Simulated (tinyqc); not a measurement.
# p-n diode, drift-diffusion by the Gummel loop with Scharfetter-Gummel fluxes: what changes with what

Abrupt junction at x = 0, p side from -Lp, n side to Ln, ohmic contacts. psi is counted from the intrinsic level; n = ni exp((psi - phin)/Vt), p = ni exp((phip - psi)/Vt). Contacts: p side psi = V - Vt ln(Na/ni), p = Na, n = ni^2/Na; n side psi = Vt ln(Nd/ni), n = Nd, p = ni^2/Nd. Constant mobilities, D = mu Vt, Boltzmann statistics, SRH recombination through a mid-gap level, U = (n p - ni^2)/(tp (n + ni) + tn (p + ni)). Current is positive from the p contact to the n contact.

Parameters, values chosen for the exercise; band and dielectric values close to those of silicon: temperature T = 300 K; band gap Eg = 1.12 eV; relative permittivity eps_r = 11.8; conduction-band density of states at T Nc = 2.78e19 cm^-3; valence-band density of states at T Nv = 2.64e19 cm^-3; acceptor density of the p side Na = 9.8e16 cm^-3; donor density of the n side Nd = 2e16 cm^-3; electron mobility mun = 900 cm^2/(V s); hole mobility mup = 390 cm^2/(V s); SRH lifetime of electrons tn = 1e-7 s; SRH lifetime of holes tp = 1e-7 s; length of the p side Lp = 6.3 um; length of the n side Ln = 6.4 um; uniform generation rate G = 0 cm^-3 s^-1.

Constants: q = 1.602176634e-19 C, kB = 1.380649e-23 J/K, Vt = kB T/q, eps0 = 8.8541878128e-14 F/cm where lengths are in cm. Results are converted to the units shown.

Each table varies one quantity; the others keep the values above.

## Current against voltage in the dark

ni = sqrt(Nc Nv) exp(-Eg/(2 Vt)), Eg in volts. Poisson and both continuity equations are solved self-consistently with Scharfetter-Gummel fluxes on a graded mesh of 500 nodes. J_scr is q times the integral of U between -xp and xn. Ideal diffusion current J_id = q ni^2 [Dn coth(wp/Le)/(Le Na) + Dp coth(wn/Lh)/(Lh Nd)] (exp(V/Vt) - 1), Le = sqrt(Dn tn), Lh = sqrt(Dp tp), wp = Lp - xp, wn = Ln - xn, with xp and xn from the depletion approximation (W = sqrt(2 eps0 eps_r (Vbi - V)(1/Na + 1/Nd)/q), xp = W Nd/(Na + Nd), xn = W Na/(Na + Nd), Vbi = Vt ln(Na Nd/ni^2)). Ideality factor = 0.004 V/(Vt ln[J(V + 0.004 V)/J(V)]). Here G = 0.

In this table G = 0 cm^-3 s^-1.

Results:
columns A: V (V); B: J (A/cm^2); C: ideality factor; D: J_scr/J (%); E: J_id (A/cm^2); F: share recombining at the contacts (%); G: larger minority/doping at -xp and xn
```
A           B     C      D        E     F         G
0.16  3.80e-7  1.80   97.0  1.15e-8  2.60  2.18e-10
0.29  7.17e-6  1.53   75.6  1.75e-6  21.0   3.28e-8
0.35  3.68e-5  1.30   51.5  1.79e-5  41.7   3.31e-7
0.41  2.49e-4  1.13   27.1  1.82e-4  62.7   3.33e-6
0.48  0.00302  1.04   10.1  0.00272  77.2   4.91e-5
0.54   0.0288  1.02   4.08   0.0277  82.4   4.88e-4
0.61    0.418  1.01   1.41    0.414  84.7   0.00694
0.67     4.06  1.05  0.550     4.21  85.8    0.0609
```

Estimate the missing row, V = 0.22 V.

Computed row:
columns A: V (V); B: J (A/cm^2); C: ideality factor; D: J_scr/J (%); E: J_id (A/cm^2); F: share recombining at the contacts (%); G: larger minority/doping at -xp and xn
```
A           B     C     D        E     F        G
0.22  1.39e-6  1.74  91.6  1.17e-7  7.23  2.21e-9
```

With this row back in the table: J rises from 3.80e-7 to 4.06 A/cm^2; the ideality factor goes from 1.80 through a minimum of 1.01 (at V = 0.61 V among the rows listed) to 1.05. Recombination in the depleted layer carries over half of the current up to V = 0.35 V, where the factor is 1.30; it grows roughly as exp(V/2 Vt), so diffusion overtakes it. Where the factor is lowest (V = 0.61 V), J is 0.83 % above the ideal diffusion current.

## Effect of the length of the p side at fixed bias

Same model as above.

In this table V = 0.36 V.

Results:
columns A: Lp (um); B: J (A/cm^2); C: ideality factor; D: J_scr/J (%); E: J_id (A/cm^2); F: share recombining at the contacts (%); G: larger minority/doping at -xp and xn
```
A          B     C     D        E     F        G
6.3  4.96e-5  1.27  47.1  2.63e-5  45.5  4.87e-7
10   4.70e-5  1.29  49.6  2.37e-5  41.8  4.87e-7
28   4.49e-5  1.30  52.0  2.15e-5  36.1  4.87e-7
46   4.47e-5  1.31  52.2  2.14e-5  34.6  4.87e-7
76   4.47e-5  1.31  52.2  2.14e-5  34.1  4.87e-7
130  4.47e-5  1.31  52.2  2.14e-5  34.0  4.87e-7
```

Estimate the missing row, Lp = 17 um.

Computed row:
columns A: Lp (um); B: J (A/cm^2); C: ideality factor; D: J_scr/J (%); E: J_id (A/cm^2); F: share recombining at the contacts (%); G: larger minority/doping at -xp and xn
```
A         B     C     D        E     F        G
17  4.55e-5  1.30  51.3  2.21e-5  38.5  4.87e-7
```

With this row back in the table: As Lp rises from 6.3 to 130, J falls from 4.96e-5 to 4.47e-5 A/cm^2, the share of the depleted layer rises from 47.1 to 52.2 % and the share lost at the contacts falls from 45.5 to 34.0 %. The exponent d ln J/d ln Lp is -0.12 between the first two rows and 0.00 between the last two. J less J_scr is 0.071 % below J_id in the last row.

tinyqc, about 0.2 s, one thread, Intel Xeon 2.30GHz (shared host): `OMP_NUM_THREADS=1 python tinyqc.py 2240165 2240166 out.jsonl`
